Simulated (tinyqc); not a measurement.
# Doping and barrier from two capacitances

Problem. A Schottky diode on a uniformly doped n-type layer obeys (A/C)^2 = 2 (Vbi - V - Vt)/(q eps0 eps_r Nd) in reverse bias, with phiB = Vbi + Vt ln(Nc/Nd) and image force ignored. Find Nd, Vbi and phiB.

Inputs (values chosen for the exercise); band and dielectric values close to those of silicon: temperature T = 300 K; relative permittivity eps_r = 11.8; conduction-band density of states at T Nc = 2.85e19 cm^-3; diode area A = 0.00029 cm^2.

Constants: q = 1.602176634e-19 C, kB = 1.380649e-23 J/K, Vt = kB T/q, eps0 = 8.8541878128e-14 F/cm where lengths are in cm. Results are converted to the units shown.

C at V = -0.1 and -4.3 V (pF): 12.339599  4.5089194

Answer. The slope of (A/C)^2 against -V gives Nd, the intercept Vbi - Vt, and the Fermi-level depth Vt ln(Nc/Nd) is added for the barrier.

Nd = 1.40e16 cm^-3
Vbi = 0.573 V
phiB = 0.770 eV

Computed by the program tinyqc: `OMP_NUM_THREADS=1 python tinyqc.py 2020087 2020088 out.jsonl`, one thread of a shared Intel Xeon 2.30GHz, about 0.04 s for the whole run.
